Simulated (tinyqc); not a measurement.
Worked calculation: coherent transport through a tight-binding region between two chains. Computed by tinyqc, a small Python program that keeps every step. Settings: temperature = 77, mu = 0.15. Command: `OMP_NUM_THREADS=1 python tinyqc.py 24425 24426 out.jsonl` (the two numbers bound the seeds that draw the settings). One thread of a shared host (Intel(R) Xeon(R) Processor @ 2.60GHz), about 0.08 s of CPU time with the checks.

## Transmission at E = 0.72 eV

H of the central region (eV):
$$\begin{pmatrix}
0.1300 & -1.2700 & 0.0000 & 0.0000 & 0.0000 & 0.0000 \\
-1.2700 & -0.8300 & -1.5400 & 0.0000 & 0.0000 & 0.0000 \\
0.0000 & -1.5400 & -0.2900 & -1.5400 & 0.0000 & 0.0000 \\
0.0000 & 0.0000 & -1.5400 & -0.3700 & -1.0000 & 0.0000 \\
0.0000 & 0.0000 & 0.0000 & -1.0000 & 0.5000 & -0.9600 \\
0.0000 & 0.0000 & 0.0000 & 0.0000 & -0.9600 & 0.2000
\end{pmatrix}$$

Leads: semi-infinite chains with site energy 0:
```
parameter                           value
lead hopping t (eV)              2.760000
coupling to the left lead (eV)   0.780000
coupling to the right lead (eV)  0.530000
left contact site                       1
right contact site                      6
```

E = 0.7200 eV

Surface Green function g = (E - i sqrt(4 t^2 - E^2)) / (2 t^2); self-energy tc^2 g on each contact site; G = (E - H - Sigma)^(-1); Gamma = -2 Im Sigma; T = Gamma_L Gamma_R |G_LR|^2; local density of states -Im G_ii / pi.

g = 0.0473-0.3592i 1/eV

G (1/eV):
$$\begin{pmatrix}
1.7874-1.3446i & -0.2339+0.2866i & -1.2386+0.8204i & 1.0462-0.8247i & 0.7671-0.3645i & -1.2656+0.9425i \\
-0.2339+0.2866i & 0.1527-0.0864i & 0.6885-0.1494i & -0.6043+0.1844i & -0.4017+0.0291i & 0.7215-0.1987i \\
-1.2386+0.8204i & 0.6885-0.1494i & 0.3284-0.5262i & -0.2546+0.4945i & -0.2283+0.2713i & 0.3175-0.5773i \\
1.0462-0.8247i & -0.6043+0.1844i & -0.2546+0.4945i & 0.7712-0.5087i & 0.5514-0.2070i & -0.9297+0.5773i \\
0.7671-0.3645i & -0.4017+0.0291i & -0.2283+0.2713i & 0.5514-0.2070i & -0.2495-0.1922i & 0.5244+0.2597i \\
-1.2656+0.9425i & 0.7215-0.1987i & 0.3175-0.5773i & -0.9297+0.5773i & 0.5244+0.2597i & 0.8483-0.6609i
\end{pmatrix}$$

local density of states (1/eV): [0.4280, 0.0275, 0.1675, 0.1619, 0.0612, 0.2104]

transmission = 0.2197

## Transmission across the band

The same steps on a grid of energies.

T(E):
```
E (eV)            T
-5.244000  5.56e-10
-4.719600  7.14e-09
-4.195200  7.08e-08
-3.670800  1.01e-06
-3.146400  5.99e-05
-2.622000  3.21e-04
-2.097600    0.0006
-1.573200    0.0359
-1.048800    0.0254
-0.524400    0.5863
0.000000     0.0642
0.524400     0.5065
1.048800     0.0726
1.573200     0.1267
2.097600     0.0521
2.622000   1.14e-04
3.146400   3.07e-06
3.670800   2.25e-07
4.195200   2.50e-08
4.719600   3.17e-09
5.244000   2.84e-10
```

levels of the isolated region (eV): [-2.9024, -1.4409, -0.4664, 0.5513, 1.4279, 2.1706]

## Current

I = (2e/h) int T(E) [f(E - mu - V/2) - f(E - mu + V/2)] dE at 77 K with mu = 0.15 eV, the bias not changing H; 2e^2/h = 77.48092 microsiemens; the integral runs over the band on 4001 points.

Current:
```
V (volt)  I (microampere)
0.0100             0.0553
0.0500             0.2772
0.1000             0.5580
0.2000             1.1458
0.4000             2.5697
0.8000             9.0242
```
